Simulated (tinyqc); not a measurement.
# Hot electrons in a saturated n-channel MOSFET, lucky-electron model: effects of single changes

Beyond pinch-off the lateral field grows as Esat cosh(y/l) over the velocity-saturated region (pseudo-two-dimensional model). Impact ionisation in this region gives the substrate current, which biases the body forward through Rsub. Currents are per width. Local-field laws: they overstate ionisation when the field peak is narrower than an energy relaxation length.

Parameters, values chosen for the exercise; values close to those of silicon n-channel devices: channel length L = 1.2 um; oxide thickness tox = 25 nm; junction depth xj = 420 nm; threshold VT = 0.44 V; effective mobility mu = 250 cm^2/(V s); saturation velocity vs = 1e7 cm/s; ionisation prefactor Ai = 2e6 1/cm; ionisation field Bi = 1.82 MV/cm; resistance of the lightly doped drain Rd = 0 ohm um; substrate resistance Rsub = 20000 ohm um; fall of VT per volt of forward body bias kb = 0.28; lifetime exponent m = 2.8; lifetime constant Hl = 5000 s uA/um; drain voltage Vd = 5.2 V; gate voltage Vg = 3.5 V.

Constants: eps0 = 8.8541878128e-14 F/cm where lengths are in cm. Results are converted to the units shown.

Each table varies one quantity; the others keep the values above.

## Effect of the channel length

Cox = 3.9 eps0/tox, l = sqrt(3 tox xj), Esat = 2 vs/mu. Overdrive g = Vg - VT + kb Vb; Vdsat = g Esat L/(g + Esat L); Id = Cox vs (g - Vdsat); dV = Vd - Id Rd - Vdsat; Em = sqrt((dV/l)^2 + Esat^2); Isub = Id (Ai/Bi) l Em exp(-Bi/Em). Vb = Rsub Isub is solved self-consistently. Lifetime tau = (Hl/Id)(Isub/Id)^(-m); 1 year = 3.15576e7 s.

Effect of the channel length:
```
L (um)  Id (uA/um)  Em (MV/cm)  Isub (uA/um)    Isub/Id  tau (years)
0.6         164.59     0.20403      0.087519  5.3174e-4       1417.5
0.85        131.19     0.19158      0.036692  2.7969e-4        10747
1.2         102.17     0.18090      0.015396  1.5070e-4        77957
1.7         77.634     0.17198     0.0066023  8.5044e-5     5.0912e5
2.4         58.103     0.16497     0.0030232  5.2033e-5     2.6921e6
3.4         42.741     0.15952     0.0014751  3.4512e-5     1.1553e7
4.8         31.195     0.15546     7.7908e-4  2.4974e-5     3.9156e7
```

What does the table show?

As L goes from 0.6 to 4.8 um, Em falls from 0.204 to 0.155 MV/cm, Isub falls from 0.0875 to 7.79e-4 uA/um and tau rises from 1420 to 3.92e7 years. From the first row to the last, log10(tau) changes by 4.4: 3.7 from (Isub/Id)^(-m), which holds Em and l, and 0.72 from 1/Id. In every row tau is a far extrapolation that only says that hot carriers are no limit.

## Effect of the oxide thickness

Same model as above.

Results:
```
tox (nm)  Id (uA/um)  Em (MV/cm)  Isub (uA/um)   Isub/Id  tau (years)
14             182.6      0.2310        0.2335  0.001279        109.4
17             150.3      0.2124       0.09742  6.482e-4        891.5
21             121.6      0.1943       0.03604  2.963e-4         9862
26             98.24      0.1781       0.01267  1.290e-4      1.253e5
40             63.85      0.1512      0.001407  2.203e-5      2.718e7
50             51.08      0.1399      4.399e-4  8.611e-6      4.715e8
```

Estimate the missing row, tox = 33 nm.

Computed row:
```
tox (nm)  Id (uA/um)  Em (MV/cm)  Isub (uA/um)   Isub/Id  tau (years)
33             77.40      0.1623      0.003797  4.906e-5      2.382e6
```

With this row back in the table: As tox goes from 14 to 50 nm, Em falls from 0.231 to 0.140 MV/cm, Isub falls from 0.234 to 4.40e-4 uA/um and tau rises from 109 to 4.71e8 years. From the first row to the last, log10(tau) changes by 6.6: 6.1 from (Isub/Id)^(-m), which holds Em and l, and 0.55 from 1/Id. For tox = 21 to 50 nm tau is a far extrapolation that only says that hot carriers are no limit.

## Effect of the resistance of the lightly doped drain

Same model as above.

Results:
```
Rd (ohm um)  Id (uA/um)  Em (MV/cm)  Isub (uA/um)    Isub/Id  tau (years)
0                102.17     0.18090      0.015396  1.5070e-4        77957
300              102.16     0.17935      0.013996  1.3699e-4     1.0182e5
500              102.16     0.17832      0.013123  1.2845e-4     1.2192e5
800              102.16     0.17678      0.011902  1.1650e-4     1.6027e5
1200             102.16     0.17473      0.010426  1.0205e-4     2.3223e5
1600             102.16     0.17269     0.0091087  8.9159e-5     3.3893e5
```

Estimate the missing row, Rd = 150 ohm um.

Computed row:
```
Rd (ohm um)  Id (uA/um)  Em (MV/cm)  Isub (uA/um)    Isub/Id  tau (years)
150              102.17     0.18012      0.014682  1.4371e-4        89050
```

With this row back in the table: As Rd goes from 0 to 1600 ohm um, Em falls from 0.181 to 0.173 MV/cm, Isub falls from 0.0154 to 0.00911 uA/um and tau rises from 78000 to 3.39e5 years. From the first row to the last, log10(tau) changes by 0.64: 0.64 from (Isub/Id)^(-m), which holds Em and l, and under 0.005 from 1/Id. The price is 0.163 V dropped over Rd in the last row. In every row tau is a far extrapolation that only says that hot carriers are no limit.

Program tinyqc, `OMP_NUM_THREADS=1 python tinyqc.py 2550166 2550167 out.jsonl`; Intel Xeon 2.30GHz, shared host, one thread, about 0.01 s.
